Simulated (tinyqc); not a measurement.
# Schottky barrier with interface states (Cowley-Sze model), image lowering and contact resistance, step by step

A worked calculation. Computed by tinyqc, a small Python program that keeps every step. Command: `OMP_NUM_THREADS=1 python tinyqc.py 3004621 3004622 out.jsonl pinning walk`. One thread of a shared host (Intel(R) Xeon(R) Processor @ 2.30GHz), about 0.01 s of CPU time with the checks. Intermediate numbers are printed to about 7 digits and carried at full precision; extremes and crossings named in words are read from the listed rows.

An n-type semiconductor under a metal. The barrier lies between the Schottky-Mott limit phi_M - chi and the Bardeen limit E_g - E_n, E_n being the neutrality level of the interface states; the space-charge term of the full Cowley-Sze expression is left out.

Inputs (values chosen for the exercise, with gap, mass and screening modelled on GaSb):

| quantity | value | unit |
|---|---|---|
| gap E_g | 0.737 | eV |
| electron affinity chi | 3.95 | eV |
| metal work function phi_M | 4.51 | eV |
| neutrality level E_n above the valence band | 0.5 | eV |
| optical dielectric constant eps_opt | 14.5 | - |
| dielectric constant eps_s | 16.2 | - |
| electron mass m_e | 0.0382 | m_0 |
| valleys M_c | 1 | - |
| donor density N | 1.1e+15 | cm^-3 |
| temperature T | 300 | K |
| reverse bias V_r | 2.8 | V |

Pinning factor from: Moench relation.

Constants: k_B = 8.617333262e-05 eV/K; m_0 = 9.1093837015e-31 kg; k_B = 1.380649e-23 J/K; h = 6.62607015e-34 J s; eps_0 = 8.8541878128e-12 F/m; e = 1.602176634e-19 C; hbar = 1.054571817e-34 J s.

## Pinning factor and barrier

S = 1/(1 + 0.1 (eps_opt - 1)^2), an empirical relation for metal-induced gap states. phi_B = S (phi_M - chi) + (1 - S)(E_g - E_n); the hole barrier is E_g - phi_B.

pinning factor S = 0.05201560

Schottky-Mott barrier = 0.56 eV

Bardeen barrier = 0.237 eV

barrier phi_B = 0.2538010 eV

hole barrier = 0.4831990 eV

The contact is strongly pinned: the metal hardly matters.

## Depletion layer and image lowering under reverse bias

N_c = 2 M_c (2 pi m_e k_B T/h^2)^(3/2); xi = E_c - E_F solves N = N_c F_1/2(-xi/k_B T) (bisection; full ionisation). F_1/2(eta) = (2/sqrt(pi)) int_0^infinity sqrt(x)/(1 + exp(x - eta)) dx, by the trapezoid rule in t = sqrt(x) with step 0.02 up to t = 12 (for eta < -12 by exp(eta) - exp(2 eta)/2^(3/2)). V_bi = phi_B - xi; W = sqrt(2 eps_s eps_0 (V_bi + V_r - k_B T/e)/(e N)); field at the metal E_m = e N W/(eps_s eps_0); image lowering sqrt(e E_m/(4 pi eps_s eps_0)).

N_c = 1.873558e+17 cm^-3

xi = 0.1327661 eV

built-in voltage V_bi = 0.1210349 V

depletion width W = 2170.868 nm

field E_m = 26673.05 V/cm

image lowering = 0.01539766 eV

## Thermionic current

A* = 4 pi e m_e M_c k_B^2/h^3 (a simple valley count); J_s = A* T^2 exp(-phi/k_B T). J_0 uses phi_B; the reverse current uses phi_B less the image lowering, times 1 - exp(-V_r/k_B T).

Richardson constant A* = 4.590617 A cm^-2 K^-2

J_0 = 22.51354 A/cm^2

thermionic reverse current = 40.84257 A/cm^2

Image lowering raises the reverse current by a factor 1.81.

## Tunnelling scale and contact resistivity

E_00 = (e hbar/2) sqrt(N/(m_e eps_s eps_0)), E_0 = E_00 coth(E_00/k_B T); scaling form of the contact resistivity rho_c = (k_B/(e A* T)) exp(phi_B/E_0), which is the thermionic result when E_00 << k_B T and keeps only the leading exponential of tunnelling when E_00 >> k_B T; image lowering is left out of it.

E_00 = 7.827705e-04 eV

E_00/k_B T = 0.03027892

E_0 = 0.02585990 eV

contact resistivity rho_c = 0.001144848 ohm cm^2

With the usual bounds 0.5 and 5 on E_00/k_B T the regime is thermionic emission.

## Choosing the metal

The formulas are those given above.

Against work function:

| phi_M (eV) | Schottky-Mott (eV) | phi_B (eV) | J_0 (A/cm^2) | rho_c (ohm cm^2) |
|---|---|---|---|---|
| 3.95 | 0.00 | 0.2246723 | 69.46804 | 0.000371156 |
| 4.06 | 0.11 | 0.2303940 | 55.67554 | 0.000463071 |
| 4.16 | 0.21 | 0.2355956 | 45.52837 | 0.000566243 |
| 4.27 | 0.32 | 0.2413173 | 36.48896 | 0.000706471 |
| 4.37 | 0.42 | 0.2465189 | 29.83865 | 0.000863873 |
| 4.48 | 0.53 | 0.2522406 | 23.91435 | 0.001077807 |
| 4.58 | 0.63 | 0.2574421 | 19.55582 | 0.001317944 |
| 4.69 | 0.74 | 0.2631638 | 15.67312 | 0.001644327 |

A span of 0.74 eV in work function moves the barrier by 0.038 eV (slope S = 0.052) and rho_c by 0.6 decades. The barrier equals its Schottky-Mott value only at phi_M = chi + E_g - E_n = 4.19 eV, where the interface states are neutral.

## Doping the contact

Regimes: thermionic below E_00/k_B T = 0.5, field emission above 5.

Against doping:

| N (cm^-3) | 1e10/sqrt(N) | E_00/k_B T | rho_c (ohm cm^2) | regime |
|---|---|---|---|---|
| 1.00e+16 | 1.000000e+02 | 9.129436e-02 | 1.117492e-03 | thermionic emission |
| 1.00e+17 | 3.162278e+01 | 2.886981e-01 | 8.818941e-04 | thermionic emission |
| 1.00e+18 | 1.000000e+01 | 9.129436e-01 | 1.481933e-04 | thermionic-field emission |
| 3.00e+18 | 5.773503e+00 | 1.581265e+00 | 1.878452e-05 | thermionic-field emission |
| 1.00e+19 | 3.162278e+00 | 2.886981e+00 | 1.836925e-06 | thermionic-field emission |
| 3.00e+19 | 1.825742e+00 | 5.000398e+00 | 4.456247e-07 | field emission |
| 1.00e+20 | 1.000000e+00 | 9.129436e+00 | 1.834024e-07 | field emission |
| 3.00e+20 | 5.773503e-01 | 1.581265e+01 | 1.164172e-07 | field emission |
| 1.00e+21 | 3.162278e-01 | 2.886981e+01 | 8.791574e-08 | field emission |

Over the thermionic rows rho_c changes by a factor 1.3 only, and then it falls fast, by 4.1 decades in all; in field emission ln rho_c is linear in 1/sqrt(N). It passes below 1e-7 ohm cm^2 at N = 1e21 cm^-3 of those listed.

Checks made by the program: charge in the layer against the field (relative difference below 1e-10).
